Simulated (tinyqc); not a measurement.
Electron continuity equation in a given potential, Scharfetter-Gummel discretisation: one step of the calculation.

Steady state in one dimension: J = q mu n E + q D dn/dx with E = -dpsi/dx and D = mu Vt, dJ/dx = 0, fixed densities nL and nR at the ends. The potential is given, psi = U (x/L)^2, and is not changed by the electrons.

Task. Bernoulli factors. d_i = (psi_(i+1) - psi_i)/Vt; B(d) = d/(exp(d) - 1), B(0) = 1. The flux on interval i is J_i = (q D/h) [n_(i+1) B(d_i) - n_i B(-d_i)].

Values chosen for this exercise: temperature T = 300 K.

Constants: q = 1.602176634e-19 C, kB = 1.380649e-23 J/K, Vt = kB T/q. Results are converted to the units shown.

psi, node 0 to 10 (V): 0.00000000  0.00860000  0.03440000  0.07740000  0.13760000  0.21500000  0.30960000  0.42140000  0.55040000  0.69660000  0.86000000

Give: d_i; B(d_i); B(-d_i).

Result.

```
interval    d_i   B(d_i)  B(-d_i)
0         0.333   0.8429    1.176
1         0.998   0.5827    1.581
2         1.663   0.3889    2.052
3         2.329   0.2514    2.580
4         2.994   0.1579    3.152
5         3.659  0.09672    3.756
6         4.325  0.05802    4.383
7         4.990  0.03419    5.024
8         5.655  0.01986    5.675
9         6.321  0.01139    6.332
```

The largest |d_i| is 6.32, above 2, where central differences lose the sign pattern that keeps densities positive.

Range of the model: The drift velocity mu E exceeds 1e7 cm/s somewhere, where real mobilities no longer stay constant.

Numbers from tinyqc (`OMP_NUM_THREADS=1 python tinyqc.py 2220105 2220106 out.jsonl`; about 0.01 s on one thread of a shared Intel Xeon 2.30GHz).
